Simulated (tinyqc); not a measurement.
Worked calculation: Heisenberg magnet: exchange from energy differences, ordering vector, linear spin waves and ordering temperature. Computed by tinyqc, a small Python program that keeps every step. Command: `OMP_NUM_THREADS=1 python tinyqc.py 3028655 3028656 out.jsonl magnon walk`. One thread of a shared host (Intel(R) Xeon(R) Processor @ 2.30GHz), about 0.2 s of CPU time with the checks. Intermediate numbers are printed to about 6 digits and carried at full precision; extremes and crossings named in words are read from the listed rows.

H = -sum over pairs <ij> J_ij S_i.S_j - K sum_i (S_i^z)^2, each pair once, J > 0 ferromagnetic. First neighbours: 12 at a (0.5, 0.5, 0), second: 6 at a (1, 0, 0), with all permutations and signs.

Inputs (values chosen for the exercise, for a model magnet): exchange J1 = 0.233 meV; exchange J2 = 0.00098 meV; spin S = 2.5; single-ion anisotropy K = 0.0014 meV; lattice constant a = 5.07 angstrom; mesh divisions n = 20; temperature T = 25 K.

Lattice: fcc. Order: ferromagnetic.

wave vector q (2 pi/a): [0.098, 0.35, 0.44]

Constants: h x 1 THz = 4.135667696 meV; k_B = 8.617333262e-05 eV/K.

## Energies of ordered states

J(q) = J1 g1(q) + J2 g2(q), g_s(q) = sum over shell s of cos(q.R). A classical spiral or collinear state of wave vector Q has the exchange energy -(S^2/2) J(Q) per site.

States, Q in 2 pi/a:
```
Q                  g1  g2  energy (meV/site)
G (0, 0, 0)        12   6       -8.75587e+00
X (1, 0, 0)        -4   6        2.89412e+00
L (0.5, 0.5, 0.5)   0  -6        1.83750e-02
W (1, 0.5, 0)      -4   2        2.90638e+00
```

The lowest of these is G (0, 0, 0), 8.774 meV per site below L (0.5, 0.5, 0.5).

## Back from energy differences to J1 and J2

Subtract the first row of the table from the second and third: dE = -(S^2/2)(dg1 J1 + dg2 J2), two equations for two unknowns, as in mapping total energies onto a spin model.

coefficients, columns J1, J2:
$$\begin{pmatrix}
50.0 & 0.0 \\
37.5 & 37.5
\end{pmatrix}$$

energy differences (meV/site): [11.65000, 8.77425]

J1, J2 (meV): [0.23300, 0.00098]

## Magnon energy at q

g_s(q) = sum over shell s of cos(q.R), z1 = g1(0). E(q) = S [J(0) - J(q)] + (2S - 1) K, J(q) = J1 g1 + J2 g2. The factor 2S - 1 removes the anisotropy for S = 1/2.

g1(q) = 2.78513

g2(q) = -1.40244

E(q) = 5.39140 meV

frequency = 1.30363 THz

## Long waves and the gap

sum R_x^2 over the shells is s1 = 2 a^2 and s2 = 2 a^2. E = gap + D q^2 with D = (S/2)(J1 s1 + J2 s2) and gap = (2S - 1) K.

stiffness D = 15.0361 meV angstrom^2

gap = 0.0056 meV

## Dispersion

The formulas are those given above.

Energies (meV); X = (1, 0, 0), L = (0.5, 0.5, 0.5) in 2 pi/a:
```
line  fraction of the way     E(q)  gap + D q^2
G-X                  0.10  0.23461       0.2365
G-X                  0.25  1.37538       1.4489
G-X                  0.50  4.67540       5.7788
G-X                  0.75  7.96562      12.9954
G-X                  1.00  9.32560      23.0985
G-L                  0.10  0.17738       0.1788
G-L                  0.25  1.03357       1.0881
G-L                  0.50  3.51530       4.3355
G-L                  0.75  5.99703       9.7479
G-L                  1.00  7.02500      17.3253
```

At the end of the G-X rows the long-wave form is 2.48 times the true energy. At the end of the G-L rows the long-wave form is 2.47 times the true energy. It holds to 5 % in 2 of the ten rows; nearer the zone boundary the cosine flattens the band.

## Loss of moment

Mesh: q = sum_i (m_i + 1/2)/n b_i, m_i = 0..n-1, b = [[-1, 1, 1], [1, -1, 1], [1, 1, -1]] in 2 pi/a; <..> is the mean over the mesh. n = 1/(exp(E/(k_B T)) - 1); no zero-point loss; thermal loss <n>; moment = S less the losses.

zero-point loss = 0

thermal loss = 0.131547

moment <S^z> = 2.36845

The thermal loss is 5.26 % of S.

## Ordering temperature

K left out. Mean field: k_B T = S (S + 1) J(Q)/3 at the ordering vector Q; random-phase (Tyablikov): k_B T = [S (S + 1)/3] / <1/(J(Q) - J(q))>; Curie-Weiss theta = S (S + 1) J(0)/(3 k_B).

mean-field ordering temperature = 94.8339 K

random-phase ordering temperature = 71.6926 K

Curie-Weiss temperature = 94.8339 K

The random-phase value is 0.76 of mean field, since it weights the soft long waves (a harmonic mean of J(Q) - J(q) in place of the arithmetic one); on this mesh it lies slightly high.

Checks made by the program: the long-wave formula against the dispersion (relative difference 8e-07).
